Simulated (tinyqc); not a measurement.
## One-sided p+-n junction, ionisation integral and breakdown: effect of the drift doping

A p+ layer at x < 0 and an n drift layer from x = 0. Depletion approximation, built-in voltage neglected. Local ionisation coefficients alpha_n = an exp(-(bn/E)^mx), alpha_p = ap exp(-(bp/E)^mx). Electrons move towards +x, holes towards x = 0.

W = sqrt(2 eps0 eps_r V/(q N)), peak field E0 = q N W/(eps0 eps_r), falling linearly to 0 at W. G(x) = integral from 0 to x of (alpha_n - alpha_p); I_n = integral of alpha_n exp(-G) (electrons injected at x = 0), I_p = integral of alpha_p exp(G(end) - G) (holes injected at the far edge); M = 1/(1 - I). Integrals on a fine grid; BV is where I_n = 1. Specific on-resistance Ron = W/(q mu N) with constant mobility and full ionisation.

Values chosen for this exercise; material values close to those of gallium nitride: relative permittivity eps_r = 9.47; prefactor of the electron ionisation coefficient an = 2.81e8 1/cm; field constant for electrons bn = 3.42e7 V/cm; prefactor of the hole ionisation coefficient ap = 1.26e8 1/cm; field constant for holes bp = 1.96e7 V/cm; exponent mx = 1; electron mobility of the drift layer mu = 1070 cm^2/(V s).

Constants: q = 1.602176634e-19 C, eps0 = 8.8541878128e-14 F/cm where lengths are in cm. Results are converted to the units shown.

Results:

| N (cm^-3) | BV (V) | E0 at BV (kV/cm) | W at BV (um) | Ron (mohm cm^2) | BV^2/Ron (MW/cm^2) | eps0 eps_r mu E0^3/4 (MW/cm^2) |
|---|---|---|---|---|---|---|
| 2e15 | 6.08e3 | 2.16e3 | 56.4 | 16.5 | 2.25e3 | 2.25e3 |
| 3.8e15 | 3.57e3 | 2.28e3 | 31.4 | 4.82 | 2.65e3 | 2.65e3 |
| 7.4e15 | 2.07e3 | 2.42e3 | 17.1 | 1.35 | 3.17e3 | 3.17e3 |
| 1.4e16 | 1.23e3 | 2.57e3 | 9.59 | 0.400 | 3.79e3 | 3.79e3 |
| 5.2e16 | 431 | 2.93e3 | 2.94 | 0.0330 | 5.61e3 | 5.61e3 |
| 1e17 | 258 | 3.14e3 | 1.64 | 0.00958 | 6.93e3 | 6.93e3 |
| 1.9e17 | 157 | 3.37e3 | 0.930 | 0.00285 | 8.62e3 | 8.62e3 |

Estimate the missing row, N = 2.7e16 cm^-3.

Computed row:

| N (cm^-3) | BV (V) | E0 at BV (kV/cm) | W at BV (um) | Ron (mohm cm^2) | BV^2/Ron (MW/cm^2) | eps0 eps_r mu E0^3/4 (MW/cm^2) |
|---|---|---|---|---|---|---|
| 2.7e16 | 725 | 2.74e3 | 5.30 | 0.115 | 4.59e3 | 4.59e3 |

With this row back in the table: BV falls from 6080 to 157 V while the critical field rises from 2160 to 3370 kV/cm. BV goes as N^(-0.83) between the first two rows and N^(-0.77) between the last two (a coefficient proportional to E^7 gives -0.75 without punch-through). Ron goes as BV^(2.37) over the table; the last two columns agree since BV = E0 W/2 and N = eps0 eps_r E0/(q W).

Program tinyqc, `OMP_NUM_THREADS=1 python tinyqc.py 2120024 2120025 out.jsonl`; Intel Xeon 2.30GHz, shared host, one thread, about 0.06 s.
